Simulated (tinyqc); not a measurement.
Undoped gate-all-around wire MOSFET, analytic charge model: two steps of the calculation.

An undoped round wire of radius R under an insulator shell and a surrounding gate; long channel, electrons only, n = ni exp((psi - V)/Vt) with V the quasi-Fermi potential (0 at the source, Vd at the drain), constant mobility, no quantisation. The radial Poisson equation gives n(r) = n(0)/(1 - (1 - b) r^2/R^2)^2 with b = Q0/(Q + Q0). Q is the electron charge per area of the wire surface.

Parameters, values chosen for the exercise; material values close to those of silicon: temperature T = 300 K; band gap Eg = 1.1 eV; relative permittivity of the semiconductor eps_r = 11.6; conduction-band density of states at T Nc = 2.83e19 cm^-3; valence-band density of states at T Nv = 2.67e19 cm^-3; relative permittivity of the gate insulator eox = 8.62; insulator thickness tox = 4.7 nm; wire radius R = 10 nm; gate work function less that of the intrinsic body dphi = 0.23 V; gate voltage Vg = 1.15 V.

Constants: q = 1.602176634e-19 C, kB = 1.380649e-23 J/K, Vt = kB T/q, eps0 = 8.8541878128e-14 F/cm where lengths are in cm. Results are converted to the units shown.

Problem 1. Constants of the wire. ni = sqrt(Nc Nv) exp(-Eg/(2 Vt)), Eg in volts; Cox = eps0 eox/(R ln(1 + tox/R)); Q0 = 4 eps0 eps_r Vt/R; V0 = dphi + Vt ln[8 eps0 eps_r Vt/(q ni R^2)].

Give: ni; Cox; Q0; V0.

Solution 1.

ni = 1.583e10 cm^-3
Cox = 1.981 uF/cm^2
Q0 = 106.2 nC/cm^2
V0 = 0.7016 V

Problem 2. Charge at the source by Newton steps in y = ln(Q/Q0). With V = 0 and Q = Q0 exp(y): f = Q/Cox + Vt y + Vt ln(1 + Q/Q0) - (Vg - V0); df/dy = Q/Cox + Vt (1 + Q/(Q + Q0)); y(new) = y - f/(df/dy).

y at the start = 2
Cox = 1.9810679 uF/cm^2
Q0 = 106.20889 nC/cm^2
V0 = 0.70162343 V

Find: Q; f; df/dy; y after iteration 1.

Solution 2.

Q = 784.78 nC/cm^2
f = 0.054454 V
df/dy = 0.44476 V
y after iteration 1 = 1.8776

tinyqc, about 0.03 s, one thread, Intel Xeon 2.30GHz (shared host): `OMP_NUM_THREADS=1 python tinyqc.py 2460174 2460175 out.jsonl`
